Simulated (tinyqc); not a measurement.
Orbital energy against energy difference: ionisation energy by orbital energies and by energy differences in the 6-31g basis, for BeH2, spin multiplicity 1. Computed by the program tinyqc with PySCF. 

Geometry (angstrom):

| atom | x | y | z |
|---|---|---|---|
| Be | 0.0000 | 0.0000 | 0.0000 |
| H | 0.0000 | 1.2740 | 0.1040 |
| H | 0.0000 | -1.2740 | 0.1040 |

CCSD(T) difference in the same basis = 11.7548 eV

IP-EOM-CCSD = 11.7894 eV

The cation is unrestricted; errors are against CCSD(T) in this basis, not against experiment.

First vertical ionisation energy (eV):

| method | -e(HOMO) | E(cation) - E | error of -e(HOMO) | error of the difference |
|---|---|---|---|---|
| HF | 12.3395 | 11.557623 | 0.5847 | -0.1972 |
| LDA | 7.4689 | 11.819633 | -4.2859 | 0.0648 |
| PBE | 7.4936 | 11.841687 | -4.2612 | 0.0869 |
| B3LYP | 8.7011 | 12.094849 | -3.0537 | 0.3400 |
| PBE0 | 8.8910 | 12.026748 | -2.8638 | 0.2719 |
| CAM-B3LYP | 10.3949 | 12.187824 | -1.3599 | 0.4330 |
| LC-wPBE | 11.8760 | 12.340062 | 0.1212 | 0.5853 |

Koopmans errs by +0.58 eV and Delta-HF by -0.20 eV: relaxation, 0.78 eV, lowers the value and the missing correlation difference works against it. The PBE level is off by -4.3 eV through the wrong tail of its potential, though its energy difference is off by +0.09 eV; exact exchange deepens the level, and among the orbital energies LC-wPBE comes closest; among the differences LDA does.
